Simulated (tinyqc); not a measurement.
# Trap density from the barrier height

Problem. In a partly depleted grain with all boundary traps filled, 2 N W = Qt and VB = q N W^2/(2 eps0 eps_r). Find Qt, W and the doping at which VB would equal Vt.

Inputs (values chosen for the exercise):
- T = 300 K (temperature)
- eps_r = 11.7 (relative permittivity)

Constants: q = 1.602176634e-19 C, kB = 1.380649e-23 J/K, Vt = kB T/q, eps0 = 8.8541878128e-14 F/cm where lengths are in cm. Results are converted to the units shown.

doping = 2.8e18 cm^-3
barrier height = 0.16577535 V

Solution. Eliminating W gives VB = q Qt^2/(8 eps0 eps_r N), which falls as 1/N.

Qt = 4.90e12 cm^-2
W = 8.75 nm
doping for VB = Vt = 1.80e19 cm^-3

Numbers from tinyqc (`OMP_NUM_THREADS=1 python tinyqc.py 2830311 2830312 out.jsonl`; about 0.01 s on one thread of a shared Intel Xeon 2.30GHz).
